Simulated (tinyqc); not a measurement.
Worked calculation: tunnelling through a thin dielectric with one trap, as a tight-binding chain. Values are carried at full precision from step to step, so a last printed digit may differ when a step is redone from the rounded ones.

Hopping -t everywhere, t = c/(m a^2), c = hbar^2/2m0; lead sites at 2t (band bottom 0), barrier sites 1 to N at 2t + phi, and site j has U besides. No voltage. Leads give S = -t exp(ika) on sites 1 and N, cos(ka) = 1 - E/(2t). T = (2 t sin(ka))^2 |G_1N|^2, G = (E - H - S)^-1. In the barrier cosh(q a) = 1 + (phi - E)/(2t).

Constants: hbar^2/2m0 = 3.80998211 eV angstrom^2; hbar = 6.58211957e-16 eV s.

Parameters, chosen for this exercise (barrier and mass of the size used for Si3N4 on silicon; the results hold for these values, not for the real material):
```
symbol  value  unit      meaning
a       3      angstrom  site spacing
m       0.42   m0        mass, the same in leads and barrier
phi     1.94   eV        conduction edge of the barrier above that of the leads
U       -2.68  eV        extra energy on the trap site
E       0.58   eV        electron energy
N       7                barrier sites
j       3                site of the trap
```

## Scales

Form t, ka, q a, and the level of the trap in an endless barrier, Eb = phi + 2t - sqrt(4 t^2 + U^2).

t = 1.00793 eV
ka = 0.778052 rad
q a = 1.10458
Eb = 0.6023 eV

## The matrix E - H - S

Fill it in.

E - H - S (eV):
```
[[-2.65793+0.70746i, 1.00793, 0.00000, 0.00000, 0.00000, 0.00000, 0.00000],
 [1.00793, -3.37586, 1.00793, 0.00000, 0.00000, 0.00000, 0.00000],
 [0.00000, 1.00793, -0.69586, 1.00793, 0.00000, 0.00000, 0.00000],
 [0.00000, 0.00000, 1.00793, -3.37586, 1.00793, 0.00000, 0.00000],
 [0.00000, 0.00000, 0.00000, 1.00793, -3.37586, 1.00793, 0.00000],
 [0.00000, 0.00000, 0.00000, 0.00000, 1.00793, -3.37586, 1.00793],
 [0.00000, 0.00000, 0.00000, 0.00000, 0.00000, 1.00793, -2.65793+0.70746i]]
```

## Transmission

Invert the matrix; T = (2 t sin(ka))^2 |G_1N|^2.

first row of G (1/eV): [-0.6894-0.5628i, -1.221-1.000i, -3.400-2.787i, -1.126-0.9241i, -0.3724-0.3077i, -0.1210-0.1065i, -0.03280-0.04914i]

T = 0.006987

Without the trap T is 7.38e-07: the trap changes it by a factor 9.46e+03 at this energy.

## The resonance

Resonance: the lowest eigenvalue of H + S(E), iterated until its real part equals E (40 rounds from Eb = phi + 2t - sqrt(4t^2 + U^2), the level in an endless barrier). With v the normalised squared amplitudes of that state, Gamma_L = 2 t sin(ka) v_1, Gamma_R = 2 t sin(ka) v_N; Breit-Wigner T = Gamma_L Gamma_R/((E - Er)^2 + (Gamma_L + Gamma_R)^2/4).

Find Er, the two widths, the peak height 4 Gamma_L Gamma_R/(Gamma_L + Gamma_R)^2 and the escape time hbar/(Gamma_L + Gamma_R).

Er = 0.6006 eV

widths (meV): left 17.50, right 0.2178

peak height = 0.04858
escape time = 37.2 fs

squared amplitudes: [0.0122, 0.0901, 0.7976, 0.0889, 0.0099, 0.0011, 0.0002]

The nearby leads move the level 1.7 meV below its value in an endless barrier. The trap is closer to the left lead, which takes 98.8 % of the escapes.

## Checks

- T at Er from the chain against the Breit-Wigner peak: both 0.0486.
- T without trap against the closed form for a lattice barrier: both 7.384e-07.

Program tinyqc; command `OMP_NUM_THREADS=1 python tinyqc.py 1450195 1450196 out.jsonl`; about 0.1 s on one thread of a shared Intel(R) Xeon(R) Processor @ 2.30GHz.
